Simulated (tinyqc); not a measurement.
# Off-state leakage of single and stacked transistors: effects of single changes

n-channel devices of unit width. Subthreshold current I(Vg, Vs, Vd) = I0 (T/300 K)^0.5 exp[(Vg - Vs - VT(T) - gb (Vs - Vb) + dd (Vd - Vs))/(nf Vt)] (1 - exp(-(Vd - Vs)/Vt)), VT(T) = VT - cT (T - 300 K). Gate-edge tunnelling Ig (Vd/1 V) exp(ag (Vd - 1 V)), for a gate at 0 V, and band-to-band leakage Ab u exp(-Bb/u), u = Vd - Vb + 1 V, flow at a drain held at V; both are taken as independent of T. In a stack of off transistors (all gates at 0 V) the same subthreshold current passes through each.

Values chosen for this exercise; values of the order met in bulk silicon logic transistors: temperature T = 300 K; supply voltage V = 0.9 V; threshold at 300 K, zero drain and body bias VT = 0.33 V; fall of the threshold with temperature cT = 0.7 mV/K; current at threshold at 300 K I0 = 0.24 uA/um; slope factor nf = 1.16; drain-induced lowering per volt dd = 0.15; rise of the threshold per volt of source-body bias gb = 0.18; gate-edge tunnelling current at 1 V Ig = 5e-6 uA/um; exponential slope of the gate current ag = 5 1/V; prefactor of band-to-band leakage at the drain Ab = 30 uA/(um V); its exponential voltage Bb = 21 V; body voltage Vb = 0 V.

Constants: q = 1.602176634e-19 C, kB = 1.380649e-23 J/K, Vt = kB T/q. Results are converted to the units shown.

Each table varies one quantity; the others keep the values above.

## Subthreshold current against the height of the stack

All n gates at 0 V, bottom source at 0 V, top drain at V; node voltages follow from equal currents.

Result of one run:
columns A: n; B: I (nA/um); C: reduction factor; D: drain voltage of the bottom device (mV); E: source voltage of the top device (mV); F: voltage across the top device (V)
```
A       B      C      D  E       F
1  0.3599  1.000  900.0  0  0.9000
```

What becomes of these results when the number of transistors in series n is changed from 1 to 5, all else the same?

Result of the changed run:
columns A: n; B: I (nA/um); C: reduction factor; D: drain voltage of the bottom device (mV); E: source voltage of the top device (mV); F: voltage across the top device (V)
```
A         B      C      D      E       F
5  0.001140  315.8  8.278  129.8  0.7702
```

The whole series:
columns A: n; B: I (nA/um); C: reduction factor; D: drain voltage of the bottom device (mV); E: source voltage of the top device (mV); F: voltage across the top device (V)
```
A         B      C      D      E       F
1    0.3599  1.000  900.0      0  0.9000
2  0.006136  58.65  91.81  91.81  0.8082
3  0.002550  141.1  21.97  111.6  0.7884
4  0.001581  227.6  12.06  122.4  0.7776
5  0.001140  315.8  8.278  129.8  0.7702
6  8.892e-4  404.7  6.288  135.4  0.7646
```

The second transistor cuts the current by a factor of 58.7, the third by a further 2.41 and the sixth by 1.28. The top device keeps 85.0 % of the supply at n = 6, while the drain voltage of the bottom one falls to 0.243 Vt.

## Leakage components against the threshold

Same model as above.

One transistor with Vg = Vs = 0, Vd = V; stack factor I(one)/I(two in series).

The same in every row: gate edge (nA/um) = 0.002729; band-to-band (nA/um) = 0.9032; stack factor = 58.65.

Leakage components against the threshold:
```
VT (V)  subthreshold (nA/um)  total (nA/um)  largest part
0.15                   145.5          146.4  subthreshold
0.2                    27.47          28.38  subthreshold
0.25                   5.185          6.091  subthreshold
0.3                   0.9787          1.885  subthreshold
0.35                  0.1847          1.091  band-to-band
0.4                  0.03487         0.9408  band-to-band
0.45                0.006582         0.9125  band-to-band
0.5                 0.001242         0.9072  band-to-band
0.55                2.345e-4         0.9062  band-to-band
0.6                 4.426e-5         0.9060  band-to-band
```

What does the table show?

As VT goes from 0.15 to 0.6, the total leakage falls from 146 to 0.906 nA/um. The subthreshold part leads at VT = 0.15, the band-to-band part from 0.35 on. The reduction by a stack of two stays at 58.7, for the subthreshold part alone. For VT = 0.15, 0.2 the gate is within about 3 nf Vt of threshold, where the exponential law overstates the current.

Numbers from tinyqc (`OMP_NUM_THREADS=1 python tinyqc.py 2242264 2242265 out.jsonl`; about 0.03 s on one thread of a shared Intel Xeon 2.30GHz).
